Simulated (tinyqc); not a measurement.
Tight binding, honeycomb lattice, step by step. Computed by tinyqc, a small Python program that keeps every step. Settings: t1 = 2.56, t2 = 0, phi = 0, delta = 0.52, points = 5. Command: `OMP_NUM_THREADS=1 python tinyqc.py 22130 22131 out.jsonl` (the two numbers bound the seeds that draw the settings). One thread of a shared host (Intel(R) Xeon(R) Processor @ 2.60GHz), about 0.01 s of CPU time with the checks.

## Bloch Hamiltonian at k

Parameters chosen for this model:
```
parameter     value                        unit
t1         2.560000                 eV, nearest
t2                0       eV, second neighbours
phi               0  rad, phase of t2 (Haldane)
delta      0.520000          eV, +/- on A and B
```

k point k (fractions of the reciprocal vectors): -0.090000  0.420000

H_AB = -t1 (1 + exp(-i k.a1) + exp(-i k.a2)); H_AA = delta - 2 t2 sum cos(k.b + phi), H_BB = -delta - 2 t2 sum cos(k.b - phi), b = a1, a2 - a1, -a2.

H(k) at k (eV):
```
                     A                    B
A             0.520000  -2.478134-0.138427i
B  -2.478134+0.138427i            -0.520000
```

## Levels at k

Diagonalise the Hermitian matrix.

eigenvalues (eV): -2.535885  2.535885

weights |c|^2 of the basis functions:
```
     band 1    band 2
A  0.397472  0.602528
B  0.602528  0.397472
```

## Bloch Hamiltonian at K

k point K (fractions of the reciprocal vectors): 0.333333  0.666667

As before.

H(k) at K (eV):
```
          A          B
A  0.520000   0.000000
B  0.000000  -0.520000
```

## Levels at K

As before.

eigenvalues (eV): -0.520000  0.520000

weights |c|^2 of the basis functions:
```
     band 1    band 2
A  0.000000  1.000000
B  1.000000  0.000000
```

## Bands along a path

The same steps at evenly spaced points between the labelled ones.

Bands along the path (eV):
```
k             band 1    band 2
G          -7.697584  7.697584
G-K 0.20   -7.256010  7.256010
G-K 0.40   -6.008492  6.008492
G-K 0.60   -4.174679  4.174679
G-K 0.80   -2.090520  2.090520
K          -0.520000  0.520000
K-M 0.20   -1.010083  1.010083
K-M 0.40   -1.665429  1.665429
K-M 0.60   -2.180271  2.180271
K-M 0.80   -2.502733  2.502733
M          -2.612279  2.612279
M-K' 0.20  -2.502733  2.502733
M-K' 0.40  -2.180271  2.180271
M-K' 0.60  -1.665429  1.665429
M-K' 0.80  -1.010083  1.010083
K'         -0.520000  0.520000
```

With 1 band(s) filled, the highest filled level on these points lies at K and the lowest empty one at K: a gap of 1.0400 eV, direct.

## Chern number of the lower band

On a 5 x 5 mesh, the phase of the product of overlaps around each plaquette (k1 then k2); the sum over 2 pi is an integer.

plaquette phases (rad):
```
           1          2          3          4          5
1   0.000000  -0.022044  -0.078944   0.044212   0.011295
2   0.022044   0.000000  -0.495892  -1.467614   0.044212
3   0.078944   0.495892   0.000000  -0.495892  -0.078944
4  -0.044212   1.467614   0.495892   0.000000  -0.022044
5  -0.011295  -0.044212   0.078944   0.022044   0.000000
```

Chern number = 0.000000
